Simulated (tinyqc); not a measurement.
## Depth and level of a trap from the time ratio

Inverse problem. For an oxide trap tc/te = exp(E/Vt) with E = E0 - dpsi - (xt/tox)(Vg - VT - dpsi), dpsi being the rise of the surface potential above its value at threshold. Find xt and E0, and the depth that would be read if dpsi were ignored.

Inputs (values chosen for the exercise):
```
symbol,value,unit,meaning
T,300,K,temperature
tox,6.2,nm,insulator thickness
```

Constants: q = 1.602176634e-19 C, kB = 1.380649e-23 J/K, Vt = kB T/q. Results are converted to the units shown.

Vg - VT (V): [0.37, 0.52]
tc/te: [1.5292547, 0.43610414]
dpsi (V): [0.070752915, 0.080579659]

Answer. E + dpsi is a straight line in the oxide voltage Vg - VT - dpsi with slope -xt/tox and intercept E0. Ignoring dpsi assigns the motion of the bands to the trap and overstates its depth.

xt = 1.00 nm
E0 = 0.130 eV
depth read without dpsi = 1.34 nm

tinyqc, about 0.01 s, one thread, Intel Xeon 2.30GHz (shared host): `OMP_NUM_THREADS=1 python tinyqc.py 2710083 2710084 out.jsonl`
